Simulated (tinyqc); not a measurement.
Threshold-voltage variability of a planar MOSFET, analytic estimates: a gate of 8 grains.

Three independent sources add in quadrature: random dopants in the depleted layer, metal-gate grains of two orientations, and roughness of the two gate edges acting through the roll-off VT = VT(long) - Vr exp(-L/l). These are first-order estimates: no three-dimensional electrostatics, no percolation.

Each of 8 equal grains has the higher work function with probability p; the threshold shift is dW (j/8 - p) for j such grains, and the off current changes by exp(-shift/(n Vt)).

Parameters, values chosen for the exercise; material values close to those of silicon: temperature T = 293 K; work-function difference of the two grain orientations dW = 0.1 eV; share of the orientation of higher work function p = 0.3; subthreshold factor n = 1.46.

Constants: q = 1.602176634e-19 C, kB = 1.380649e-23 J/K, Vt = kB T/q. Results are converted to the units shown.

Distribution:
```
j  probability  shift (mV)  Ioff factor  probability x factor
0      0.05765      -30.00        2.257                0.1301
1       0.1977      -17.50        1.608                0.3177
2       0.2965       -5.00        1.145                0.3395
3       0.2541        7.50       0.8159                0.2073
4       0.1361       20.00       0.5813               0.07913
5      0.04668       32.50       0.4141               0.01933
6      0.01000       45.00       0.2950              0.002951
7     0.001225       57.50       0.2102              2.574e-4
8     6.561e-5       70.00       0.1497              9.824e-6
```

What do the numbers show?

The standard deviation is dW sqrt(p (1 - p)/8) = 16.2 mV. The mean off current is 1.10 times the nominal one; the log-normal formula exp(s^2/(2 (n Vt)^2)) gives 1.10. Devices with j = 2, 30 % of all, carry 31 % of the mean leakage.

Computed by the program tinyqc: `OMP_NUM_THREADS=1 python tinyqc.py 2090046 2090047 out.jsonl`, one thread of a shared Intel Xeon 2.30GHz, about 0.01 s for the whole run.
